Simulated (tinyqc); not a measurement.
# Ideality from Voc and Vmp

Question. An ideal cell J = Jsc - J0 (exp(V/(n Vt)) - 1) has exp((Voc - Vmp)/(n Vt)) = 1 + Vmp/(n Vt) at maximum power. Find n, J0 and FF.

Values chosen for this exercise:

| symbol | value | unit | meaning |
|---|---|---|---|
| T | 323 | K | temperature |

Constants: q = 1.602176634e-19 C, kB = 1.380649e-23 J/K, Vt = kB T/q. Results are converted to the units shown.

Jsc = 35.2 mA/cm^2
Voc = 0.56495447 V
Vmp = 0.45519927 V

Answer. With a = n Vt, a ln(1 + Vmp/a) rises steadily with a, so Voc - Vmp fixes it; J0 follows from Voc.

n = 1.650
J0 = 1.600e-7 A/cm^2
FF = 0.7319

Program tinyqc, `OMP_NUM_THREADS=1 python tinyqc.py 2280026 2280027 out.jsonl`; Intel Xeon 2.30GHz, shared host, one thread, about 0.01 s.
